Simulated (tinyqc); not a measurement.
Worked calculation: a particle near a wafer in liquid: double-layer and van der Waals forces (DLVO), deposition barrier and removal. Computed by tinyqc, a small Python program that keeps every step. Command: `OMP_NUM_THREADS=1 python tinyqc.py 3110340 3110341 out.jsonl dlvo walk`. One thread of a shared host (Intel(R) Xeon(R) Processor @ 2.30GHz), about 0.01 s of CPU time with the checks. Intermediate numbers are printed to about 5 digits and carried at full precision; extremes and crossings named in words are read from the listed rows.

Sphere and flat wall, Derjaguin approximation, constant potentials in the linear-superposition form, no retardation and no hydration force.

Inputs (values chosen for the exercise, of the order of those for alumina on silica in water): particle radius R = 56 nm; Hamaker constant A = 1.3e-20 J; potential of the particle psi_1 = 43 mV; potential of the wafer psi_2 = -42 mV; salt concentration c = 0.0083 mol/L; valence z of the symmetric salt = 1; temperature T = 293 K; dielectric constant of the liquid = 80.2; gap h = 11 nm; contact distance h0 = 0.4 nm; contact radius over R = 0.034; viscosity = 0.8 mPa s.

Constants: e = 1.602176634e-19 C; N_A = 6.02214076e+23 1/mol; eps_0 = 8.8541878128e-12 F/m; k_B = 1.380649e-23 J/K; k_B = 8.617333262e-05 eV/K.

## Screening

kappa^2 = 2 z^2 e^2 N_A (1000 c)/(eps eps_0 k_B T); gamma_i = tanh(z e psi_i/(4 k_B T)); Z = 64 pi eps eps_0 (k_B T/(z e))^2 gamma_1 gamma_2.

kappa = 0.29888 1/nm

Debye length = 3.3458 nm

gamma_1 = 0.40177

gamma_2 = -0.39344

Z = -14.388 pN

kappa R = 16.738

Opposite signs: the double layers attract.

## Energy and force at one gap

U(h) = Z R exp(-kappa h) - A R/(6 h); F(h) = -dU/dh = kappa Z R exp(-kappa h) - A R/(6 h^2), positive for repulsion.

double-layer energy = -7.4368 k_B T

van der Waals energy = -2.7267 k_B T

U(h) = -10.164 k_B T

F(h) = -9.9945 pN

## The curve

The formulas are those given above.

Against the gap:
```
h (nm)  kappa h    U (k_B T)       F (pN)
0.4       0.120  -2.5171e+02  -9.7201e+02
0.6       0.179  -2.1646e+02  -5.3832e+02
1.0       0.299  -1.7771e+02  -2.9993e+02
1.5       0.448  -1.4721e+02  -2.0773e+02
2.5       0.747  -1.0634e+02  -1.3348e+02
4.0       1.196  -6.7756e+01  -8.0440e+01
7.0       2.092  -2.8866e+01  -3.2197e+01
12.0      3.587  -8.0150e+00  -7.5113e+00
20.0      5.978  -2.0045e+00  -9.1373e-01
40.0     11.955  -7.5112e-01  -7.7380e-02
```

Caution: in rows where h is not small against R, A R/(6 h) overstates the van der Waals term. Caution: in rows with kappa h below 1 linear superposition is only rough.

## Removing an attached particle

Adhesion F_a = A R/(6 h0^2) [1 + a^2/(R h0)] - kappa Z R exp(-kappa h0), a the contact radius. Drag in a shear flow F_d = 1.7 x 6 pi mu R^2 G, acting at 1.4 R; rolling starts when 1.4 R F_d = a F_a. Wall shear stress = mu G.

van der Waals adhesion = 881.062 pN

net adhesion F_a = 1094.7 pN

wall shear stress for rolling = 264.57 Pa

shear rate G = 3.3071e+05 1/s

Checks made by the program: force against a difference of U (relative difference below 1e-10).
